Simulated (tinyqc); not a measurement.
Bulk resistivity and mean free path from two films.

Inverse problem. In the thick-film limit single-crystal films obey rho = rho0 (1 + 3 (1 - ps) lam/(8 d)). Find rho0, lam and the product rho0 lam.

Inputs (values chosen for the exercise):
- ps = 0 (specular share of surface scattering)

rho at d = 34 and 110 nm (uohm cm): [6.3468051, 5.6995580]

Solution. rho is a straight line in 1/d: the intercept is rho0 and the slope (3/8)(1 - ps) rho0 lam. Without ps only the product (1 - ps) lam could be found.

rho0 = 5.41 uohm cm
lam = 15.7 nm
rho0 lam = 84.9 uohm cm nm

Program tinyqc, `OMP_NUM_THREADS=1 python tinyqc.py 2100070 2100071 out.jsonl`; Intel Xeon 2.30GHz, shared host, one thread, about 0.01 s.
